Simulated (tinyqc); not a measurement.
# Schottky diode by thermionic emission with image-force lowering and series resistance: effects of single changes

Metal on an n-type semiconductor with one parabolic valley; V > 0 is forward bias (metal positive). I = I0 [exp(Vj/(n Vt)) - 1] with Vj = V - I Rs; I0 = S A* T^2 exp(-(phi - dphi)/Vt), the lowering dphi taken at zero bias.

Inputs (values chosen for the exercise); band and dielectric values those of a made-up semiconductor:
```
symbol,value,unit,meaning
T,250,K,temperature
me,0.237,m0,electron mass
eps_r,8,,relative permittivity
phi,0.73,eV,barrier height seen from the metal
Nd,1.7e17,cm^-3,donor density
S,0.0071,cm^2,area
```

Constants: q = 1.602176634e-19 C, kB = 1.380649e-23 J/K, h = 6.62607015e-34 J s, m0 = 9.1093837015e-31 kg, Vt = kB T/q, eps0 = 8.8541878128e-14 F/cm where lengths are in cm. Results are converted to the units shown.

Each table varies one quantity; the others keep the values above.

## Soft saturation in reverse bias

A* = 4 pi q me m0 kB^2/h^3 (times 1e-4 for A/(cm^2 K^2)); Nc = 2 (2 pi me m0 kB T/h^2)^1.5 (times 1e-6 for cm^-3); xi = Vt ln(Nc/Nd), Vbi = phi - xi; surface field Em = sqrt(2 q Nd (Vbi - V - Vt)/(eps0 eps_r)); dphi = sqrt(q Em/(4 pi eps0 eps_r)). Here dphi follows the bias, J = -A* T^2 exp(-(phi - dphi(V))/Vt) [1 - exp(V/Vt)], without Rs.

Result of one run:
```
V (V)	Em (kV/cm)	dphi (meV)	J (A/cm^2)
-0.5	297.8	73.22	-1.024e-7
```

What becomes of these results when the applied bias V is changed from -0.5 to -7 V, all else the same?

Result of the changed run:
```
V (V)	Em (kV/cm)	dphi (meV)	J (A/cm^2)
-7	767.2	117.5	-8.002e-7
```

The whole series:
```
V (V)	Em (kV/cm)	dphi (meV)	J (A/cm^2)
-0.2	256.2	67.90	-8.000e-8
-0.5	297.8	73.22	-1.024e-7
-1	356.6	80.11	-1.410e-7
-2	451.7	90.17	-2.249e-7
-4	598.2	103.8	-4.228e-7
-7	767.2	117.5	-8.002e-7
-10	905.1	127.6	-1.281e-6
-15	1097	140.5	-2.329e-6
```

dphi rises from 67.9 to 141 meV, as the square root of the field, and |J| grows by a factor of 29.1: the reverse current does not saturate. Tunnelling and generation are left out.

## Effect of the doping on the lowering

Same model as above.

Here V = 0 in Em.

Results:
```
Nd (cm^-3)	Vbi (V)	Em (kV/cm)	dphi (meV)	I0 (A)
1.2e14	0.51850	5.1940	9.6690	3.8059e-11
3.2e14	0.53963	8.6601	12.485	4.3374e-11
8.9e14	0.56166	14.747	16.292	5.1758e-11
2.5e15	0.58391	25.219	21.306	6.5320e-11
1.9e16	0.62761	72.175	36.043	1.2946e-10
5.2e16	0.64930	121.52	46.769	2.1299e-10
1.4e17	0.67063	202.75	60.411	4.0121e-10
3.9e17	0.69270	344.11	78.701	9.3774e-10
```

Estimate the missing row, Nd = 6.8e15 cm^-3.

Computed row:
```
Nd (cm^-3)	Vbi (V)	Em (kV/cm)	dphi (meV)	I0 (A)
6.8e15	0.60547	42.382	27.620	8.7566e-11
```

With this row back in the table: dphi rises from 9.67 to 78.7 meV, as Nd^(0.26) (1/4 at fixed Vbi), and I0 grows by a factor of 24.6. Emission limits the current only if the drift velocity at the surface is well above A* T^2/(q Nc) = 5.04e6 cm/s; with a mobility of 934 cm^2/(V s) it is less than three times that in 3 of the rows, where I0 is overstated.

Numbers from tinyqc (`OMP_NUM_THREADS=1 python tinyqc.py 2640001 2640002 out.jsonl`; about 0.01 s on one thread of a shared Intel Xeon 2.30GHz).
